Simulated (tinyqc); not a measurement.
From results back to parameters: interband optics of a two-band s-p chain from momentum matrix elements. Five cases, with inputs chosen for the exercise.

Problem. At k = 0 the chain has the gap D0 = Es - Ep_ - 2 (ts + tp), w0 = 4 a^2 V^2, and masses 2c/mc = 2 ts a^2 + 2 w0/D0, 2c/mv = 2 tp a^2 + 2 w0/D0 (c = hbar^2/2m0, mv positive for holes). The oscillator strength there is f0 = w0/(c D0). V, ts and tp are hidden.

Constants: hbar^2/2m0 = 3.80998211 eV angstrom^2.

Case 1.

Values chosen: a = 3.21 angstrom (period).
D0 = 6.4500 eV
f0 = 2.29593

mc, mv (m0): 0.289112  0.339557

Case 2.

Values chosen: a = 4.06 angstrom (period).
D0 = 2.4500 eV
f0 = 13.06474

mc, mv (m0): 0.067787  0.068592

Case 3.

Values chosen: a = 2.53 angstrom (period).
D0 = 2.2700 eV
f0 = 5.96938

mc, mv (m0): 0.155285  0.150191

Case 4.

Values chosen: a = 3.18 angstrom (period).
D0 = 2.1100 eV
f0 = 3.80844

mc, mv (m0): 0.186990  0.196755

Case 5.

Values chosen: a = 3.56 angstrom (period).
D0 = 4.0500 eV
f0 = 5.29895

mc, mv (m0): 0.136462  0.165817

Find: V; ts; tp.

Solution. w0 = f0 c D0 gives V; 1/mc - f0 = ts a^2/c and 1/mv - f0 = tp a^2/c.

Case 1.

V = 1.17 eV
ts = 0.43 eV
tp = 0.24 eV

Case 2.

V = 1.36 eV
ts = 0.39 eV
tp = 0.35 eV

Case 3.

V = 1.42 eV
ts = 0.28 eV
tp = 0.41 eV

Case 4.

V = 0.87 eV
ts = 0.58 eV
tp = 0.48 eV

Case 5.

V = 1.27 eV
ts = 0.61 eV
tp = 0.22 eV

Computed by tinyqc, one run a case: `OMP_NUM_THREADS=1 python tinyqc.py N N+1 out.jsonl` with N = 1681438, 1681497, 1681558, 1681638, 1681649; one thread of a shared Intel(R) Xeon(R) Processor @ 2.30GHz, about 0.01 s a run at most.
